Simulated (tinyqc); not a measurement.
Pair-potential crystal by lattice sums: one step, computed by the program tinyqc. Command: `OMP_NUM_THREADS=1 python tinyqc.py 3015355 3015356 out.jsonl pairsum walk`. One thread of a shared host (Intel(R) Xeon(R) Processor @ 2.30GHz), about 0.02 s of CPU time with the checks.

Energy per atom E = (1/2) sum over neighbours of phi(r); d is the nearest-neighbour distance.

Task: Energy and virial pressure. E = (1/2) sum count x phi; P = -(1/(6 Omega)) sum count x r phi', Omega = 0.707107 d^3.

Inputs (values chosen for the exercise, for model atoms): pair minimum r0 = 2.76 angstrom; trial neighbour distance d/r0 = 0.932.

Potential: Morse. Structure: hcp.

Shells:
```
shell,count,r (angstrom),phi (eV),phi' (eV/angstrom),phi'' (eV/angstrom^2)
1,12,2.572320,-0.05404325,-0.1732803,1.439392
2,6,3.637810,-0.02153190,0.0394362,-0.060785
3,2,4.200581,-0.00716095,0.0148219,-0.027769
4,18,4.455389,-0.00416704,0.0091017,-0.017765
5,12,4.925618,-0.00139037,0.0035118,-0.007413
6,6,5.144640,-0.00077667,0.0021845,-0.004879
7,12,5.751882,-0.00008148,0.0004392,-0.001507
8,12,6.123346,-0.00000118,0.0000408,-0.000731
```

Constants: 1 eV/angstrom^3 = 160.2176634 GPa.

Give: energy at the trial distance; pressure at the trial distance.

Result:

energy at the trial distance = -0.4447 eV/atom

pressure at the trial distance = 7.378 GPa

The pressure is positive, so the lattice wants to expand.
